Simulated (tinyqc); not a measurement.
# Read current of a NAND string, cells in series solved by shooting: effect of the bit-line voltage

Cells in series, numbered from 0 at the source line (0 V) to the bit line, each followed by a gap resistance Rg. A cell with gate Vg, threshold VT, source Vs and drain Vd passes I = 2 nf K Vt^2 [F(Vs) - F(Vd)]/(1 + th max(Vg - VT, 0)), F(V) = ln^2(1 + exp((Vg - VT - nf V)/(2 nf Vt))). The selected cell has Vg = Vr, the others Vg = Vp.

For a trial current I start at 0 V and, cell by cell, solve for the drain: sqrt(F(Vd)) = sqrt(F(Vs) - I/k), k = 2 nf K Vt^2/(1 + th max(Vg - VT, 0)), Vd = [Vg - VT - 2 nf Vt ln(exp(sqrt F) - 1)]/nf, then add I Rg. The string current is the I for which the last node reaches Vbl. The apparent threshold is the Vr at which I = Is. Background: all other cells erased (VT = Ve) or all in the highest state (VT = Vh); ratio and shift are high over erased and high minus erased. The string has 32 cells and the selected one is cell 16.

Values chosen for this exercise; values of the order met in vertical NAND strings:
- T = 300 K (temperature)
- K = 5.4 uA/V^2 (gain factor of a cell)
- nf = 1.6 (slope factor)
- th = 0.11 1/V (mobility reduction factor)
- Rg = 26 kohm (resistance of the gap between cells)
- Vp = 7.5 V (pass voltage)
- Ve = -2.1 V (threshold of an erased cell)
- Vh = 3.7 V (threshold of the highest state)
- Vx = 2.9 V (threshold of the selected cell)
- Is = 50 nA (sensing current)
- Vr = 4.09 V (read voltage on the selected word line)

Constants: q = 1.602176634e-19 C, kB = 1.380649e-23 J/K, Vt = kB T/q. Results are converted to the units shown.

Results:

| Vbl (V) | I, others erased (uA) | I, others high (uA) | ratio | apparent VT, erased (V) | apparent VT, high (V) | background shift (mV) |
|---|---|---|---|---|---|---|
| 0.2 | 0.08750 | 0.06114 | 0.6987 | 3.164 | 3.277 | 112.5 |
| 0.3 | 0.1297 | 0.08986 | 0.6930 | 3.149 | 3.191 | 42.06 |
| 0.4 | 0.1706 | 0.1173 | 0.6874 | 3.148 | 3.187 | 39.41 |
| 0.5 | 0.2101 | 0.1433 | 0.6821 | 3.148 | 3.187 | 39.32 |
| 0.7 | 0.2835 | 0.1907 | 0.6729 | 3.148 | 3.187 | 39.32 |
| 0.8 | 0.3164 | 0.2119 | 0.6697 | 3.148 | 3.187 | 39.32 |

Estimate the missing row, Vbl = 0.6 V.

Computed row:

| Vbl (V) | I, others erased (uA) | I, others high (uA) | ratio | apparent VT, erased (V) | apparent VT, high (V) | background shift (mV) |
|---|---|---|---|---|---|---|
| 0.6 | 0.2478 | 0.1678 | 0.6771 | 3.148 | 3.187 | 39.32 |

With this row back in the table: As Vbl goes from 0.2 to 0.8 V, the current with erased neighbours rises from 0.0875 to 0.316 uA, that with high neighbours rises from 0.0611 to 0.212 uA and the ratio falls from 0.699 to 0.670. The background shift falls from 113 to 39.3 mV.

Numbers from tinyqc (`OMP_NUM_THREADS=1 python tinyqc.py 2142210 2142211 out.jsonl`; about 0.3 s on one thread of a shared Intel Xeon 2.30GHz).
